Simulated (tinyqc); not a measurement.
Q-state Potts model on a small periodic square lattice: enumeration, Metropolis, heat-bath and Wolff steps: one step, computed by the program tinyqc. Command: `OMP_NUM_THREADS=1 python tinyqc.py 3113280 3113281 out.jsonl potts walk`. One thread of a shared host (Intel(R) Xeon(R) Processor @ 2.30GHz), about 0.04 s of CPU time with the checks.

E = -J x (number of nearest-neighbour bonds with equal states); n x n sites with periodic edges have 2 n^2 bonds. Order parameter m = (q f - 1)/(q - 1), f being the largest share of one state. Sites are numbered row by row from 0. Here q = 3 and n = 3.

Task: Scales. K = J/(k_B T); the infinite square lattice orders at K_c = ln(1 + sqrt(q)); Wolff bond probability p = 1 - exp(-K).

Inputs (values chosen for the exercise, for a model of domains or grain orientations): number of states q = 3; coupling J = 65 meV; temperature T = 894 K.

Constants: k_B = 8.617333262e-05 eV/K.

Give: K; K_c; T_c of the infinite lattice; p.

Result:

K = 0.84373

K_c = 1.0051

T_c of the infinite lattice = 750.50 K

p = 0.56990
